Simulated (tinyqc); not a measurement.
Domain walls in a thin film with perpendicular anisotropy: Bloch, Neel and chiral walls, motion and stripe domains: one step, computed by the program tinyqc.

One-dimensional wall: polar angle theta(x), azimuth phi of the moment in the wall (phi = 0 Neel, 90 degrees Bloch). mu_0 = 1.25663706212e-6 T m/A, gamma = 1.76085963023e11 rad/(s T).

Task: Stripe domains. Dipolar length l = sigma/(mu_0 M_s^2); for t much smaller than the period the domain width is w = 0.955 t exp(pi l/t) (Kaplan and Gehring), given as log10 of w in nm.

Inputs (values chosen for the exercise, for a model film): saturation magnetisation M_s = 1200 kA/m; thickness t = 1.4 nm.

wall energy sigma = 7.633076 mJ/m^2

Give: dipolar length l; log10 of the domain width in nm.

Result:

dipolar length l = 4.218 nm

log10 of the domain width in nm = 4.237

Equilibrium domains are about 17000 nm wide.
